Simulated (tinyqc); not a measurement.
Inside a calculation: band folding and unfolding in a supercell of a chain. Values are carried at full precision from step to step, so a last printed digit may differ when a step is redone from the rounded ones.

A chain with hopping -t and n = 4 sites a supercell. H(K) has v_j on the diagonal, -t between neighbours and -t exp(2 pi i K) on the bond that closes the cell (from the last site to the first of the next cell). The point K holds the n wave vectors k_m = (K + m)/n of the primitive zone, in 2 pi/a, m = 0 to n - 1, with E0 = -2t cos(2 pi k_m). The unfolding weight of a state c on k_m is |sum_j c_j exp(-2 pi i k_m j)|^2/n, j = 0 to n - 1.

Values chosen for the exercise: t = 1.63 eV (hopping); v = (-0.83, -0.83, 0.83, 0.83) eV (site energies in the supercell); Kq = 0.08 2 pi/(n a) (wave vector in the small zone).

## Folded levels and Fourier components

List k_m and E0; V_q = (1/n) sum_j v_j exp(-2 pi i q j/n) couples k_m to k_(m+q).

Folded band:
```
m  k_m (2 pi/a)  E0 (eV)
0        0.0200  -3.2343
1        0.2700   0.4086
2        0.5200   3.2343
3        0.7700  -0.4086
```

V_0, V_1, ... (eV): 0.0000  -0.4150+0.4150i  0.0000

## Supercell Hamiltonian

Fill in H(K).

H (eV), lower triangle (Hermitian):
```
                 1        2        3       4
1          -0.8300
2          -1.6300  -0.8300
3                0  -1.6300   0.8300
4  -1.4284-0.7853i        0  -1.6300  0.8300
```

## Levels and unfolding weights

Diagonalise and project each state on the k_m.

levels (eV): -3.4377  -0.4335  0.4335  3.4377

weights:
```
     level 1  level 2  level 3  level 4
m=0    0.943    0.022    0.035    0.000
m=1    0.022    0.055    0.888    0.036
m=2    0.000    0.035    0.022    0.943
m=3    0.036    0.888    0.055    0.022
```

The purest state keeps 94.3 % on one k and the most mixed (level 2 and 3) 88.8 %; rows and columns each add to one.

## Moments of the spectral function

For each k_m: mean sum_i W E_i and variance sum_i W E_i^2 less the mean squared. The mean must be E0 plus the average of v, and the variance that of v.

Moments:
```
m  mean (eV)  variance (eV^2)
0     -3.234            0.689
1      0.409            0.689
2      3.234            0.689
3     -0.409            0.689
```

The average of v is 0.0000 eV and its variance 0.6889 eV^2: the virtual crystal gives the mean, and the variance is the spread of weight over several levels that it leaves out.

## Checks

- Variance of the spectral function against the variance of v: they agree to 1e-10 or better.
- Levels for v = 0 against the folded band: they agree to 1e-10 or better.

(tinyqc, `OMP_NUM_THREADS=1 python tinyqc.py 1452511 1452512 out.jsonl`, Intel(R) Xeon(R) Processor @ 2.30GHz, 1 thread, shared host, about 0.01 s.)
